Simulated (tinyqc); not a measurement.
Worked calculation: Luttinger-Kohn k.p, four valence bands. One step of it, computed by the program tinyqc.

Task: Bloch Hamiltonian at k. P = c g1 k^2, Q = c g2 (kx^2 + ky^2 - 2 kz^2), R = c sqrt3 [-g2 (kx^2 - ky^2) + 2i g3 kx ky], S = 2 c sqrt3 g3 (kx - i ky) kz, c = hbar^2/2m = 3.809982 eV angstrom^2; rows [P+Q, -S, R, 0], [-S*, P-Q, 0, R], [R*, 0, P-Q, S], [0, R*, S*, P+Q]. The path ends lie at |k| = 0.08 1/angstrom.

Luttinger parameters chosen for this model; energies are counted downward from the top of the valence band:

| parameter | value | unit |
|---|---|---|
| g1 | 16.130000 |  |
| g2 | 2.990000 |  |
| g3 | 3.820000 |  |

k point k (1/angstrom): -0.004000  -0.018000  0.049000

Give: H(k) at k.

Result:

H(k) at k (eV):
```
                 3/2             1/2             -1/2             -3/2
3/2           0.1176  0.0099-0.0445i   0.0061+0.0036i           0.0000
1/2   0.0099+0.0445i          0.2193           0.0000   0.0061+0.0036i
-1/2  0.0061-0.0036i          0.0000           0.2193  -0.0099+0.0445i
-3/2          0.0000  0.0061-0.0036i  -0.0099-0.0445i           0.1176
```
